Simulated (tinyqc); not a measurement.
Length of a polyene: Hueckel, PPP and singles CI along the polyenes. Computed by the program tinyqc. Command: `OMP_NUM_THREADS=1 python tinyqc.py 115624 115625 out.jsonl`; one thread of a shared host (Intel(R) Xeon(R) Processor @ 2.60GHz), about 0.04 s.

All-trans chains of carbon centres 1.40 angstrom apart:
```
parameter                               value
beta (eV), times 1 +/- alternation  -2.160000
alternation                                 0
W (eV)                              11.160000
gamma_rr (eV)                       11.080000
repulsion formula                          MN
```

Hueckel uses the same beta without repulsion; CIS keeps all single excitations and so misses the low, doubly excited 2Ag state. W is the valence ionisation energy of a centre, MN the Mataga-Nishimoto formula, f the oscillator strength.

Gaps and excitations (eV):
```
centres  Hueckel gap  PPP orbital gap  bright singlet (CIS)      f  lowest triplet (CIS)
2              4.320            9.654                 7.193  0.617                 1.447
4              2.670            7.368                 5.038  1.029                 0.677
6              1.923            6.196                 4.004  1.481                 0.335
8              1.500            5.475                 3.383  1.918                 0.148
10             1.230            4.986                 2.962  2.332                 0.031
```

The Hueckel gap tends to 4 x alternation x |beta| = 0.00 eV for long chains (zero without alternation, falling as 1/N). Exchange opens the PPP orbital gap, and the attraction of electron and hole brings the bright state 2.02 eV below it at 10 centres; the triplet lies 2.93 eV lower still.
